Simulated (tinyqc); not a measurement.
Hopping conduction between localised states: one step, computed by the program tinyqc. Command: `OMP_NUM_THREADS=1 python tinyqc.py 3013139 3013140 out.jsonl hop walk`. One thread of a shared host (Intel(R) Xeon(R) Processor @ 2.30GHz), about 0.01 s of CPU time with the checks.

Energies are counted from the Fermi level. A small network shows the mechanism; the laws of an infinite system follow.

Question. Pair exponents. Miller-Abrahams exponent s_ij = 2 r_ij/xi + (|E_i| + |E_j| + |E_i - E_j|)/(2 k_B T); G_ij = G_0 exp(-s_ij). The diagonal is set to 0 and not used.

Inputs (values chosen for the exercise, for a model defective oxide): localisation length xi = 1.2 nm; temperature T = 86 K.

Dimension: 2D.

sites of the small network (nm, nm, meV):
```
       x     y  energy
1      0  3.23   -4.77
2   1.86  2.04   54.99
3   2.85   1.1   13.52
4   4.68  0.56  -15.06
5    6.6  0.65   46.73
6   8.82  0.14  -10.56
7  10.15  0.21  -29.72
8     12  1.15   -1.56
```

Constants: k_B = 8.617333262e-05 eV/K.

Give: s_ij.

Answer.

s_ij, lower triangle (symmetric):
```
       1      2      3      4      5     6     7     8
1   0.00
2  11.74   0.00
3   8.40   9.70   0.00
4  11.01  14.76   7.04   0.00
5  18.76  15.65  12.60  11.54   0.00
6  17.00  20.87  13.33   8.97  11.53  0.00
7  21.66  25.58  18.09  13.15  16.28  6.23  0.00
8  20.94  24.60  17.29  14.27  15.55  6.99  7.47  0.00
```
